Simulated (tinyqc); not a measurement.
Surface photovoltage measurement of the minority-carrier diffusion length in a wafer. Changing the diffusion length L. Computed by tinyqc, a small Python program. Command: `OMP_NUM_THREADS=1 python tinyqc.py 3130008 3130009 out.jsonl spv sweep`. One thread of a shared host (Intel(R) Xeon(R) Processor @ 2.30GHz), about 0.03 s of CPU time with the checks.

Low injection, steady light, a depletion layer much thinner than 1/alpha and L. The excess density dn is taken at the front edge of the neutral region; light that reaches the back is lost.

Inputs (values chosen for the exercise, modelled on p-type silicon at room temperature):
```
quantity,value,unit
wafer thickness W,300,micrometre
diffusivity D,27.1,cm^2/s
front recombination velocity S_f,570,cm/s
back recombination velocity S_b,210000,cm/s
photon flux entering,2.7e+12,1/(cm^2 s)
minority density at the surface barrier scale n_0,3e+10,1/cm^3
temperature T,298,K
wavelength,917,nm
relative noise of each reading,0.2,%
```

normal deviates g for the noise: [0.35, 1.79, -1.09, 1.44, 0.02, 0.30, -0.69]

Constants: k_B = 8.617333262e-05 eV/K.

Method:
- alpha = (84.732/lambda - 76.417)^2 per cm with lambda in micrometre (an empirical fit for silicon between 0.7 and 1.05 micrometre).
- Thick wafer: dn = Phi L/((S_f + D/L)(L + 1/alpha)). Finite wafer, with s = S_b L/D, w = W/L, a = alpha L: dn = [Phi a/(a^2 - 1)] [a - B - exp(-alpha W)(a - s)/(cosh w + s sinh w)]/(S_f + B D/L), B = (sinh w + s cosh w)/(cosh w + s sinh w).
- Photovoltage V = (k_B T/e) ln(1 + dn/n_0). Lifetime = L^2/D.
- Readings y = (Phi/dn) (1 + noise x g) at 780, 830, 880, 920, 950, 975 and 995 nm; a least-squares line y = c (1/alpha + L_app) gives L_app = intercept/slope.

One run for each value:
```
diffusion length L (micrometre),apparent length L_app (micrometre),error of L_app (rounded to 0.001) (%),"dn, finite wafer (1/cm^3)",B
8,8.1,1.106e+00,1.330e+07,1.000
15,15.1,7.430e-01,4.014e+07,1.000
29,29.2,5.610e-01,1.159e+08,1.000
54,54.1,2.460e-01,2.801e+08,1.000
100,95.9,-4.084e+00,5.874e+08,1.005
190,146.2,-2.308e+01,1.032e+09,1.088
370,178.1,-5.185e+01,1.386e+09,1.488
700,189.6,-7.292e+01,1.532e+09,2.465
1300,193.1,-8.515e+01,1.579e+09,4.392
2500,194.1,-9.223e+01,1.593e+09,8.338
```

Over the rows, apparent length L_app (micrometre) rises from 8.09 to 194 (exponent d ln y / d ln x 0.99 between the first rows and 0.0084 between the last); error of L_app (rounded to 0.001) (%) falls from 1.11 to -92.2; dn, finite wafer (1/cm^3) rises from 1.33e7 to 1.59e9 (exponent d ln y / d ln x 1.8 between the first rows and 0.014 between the last).

Extremes, crossings and ranges named in words are read from the listed rows.
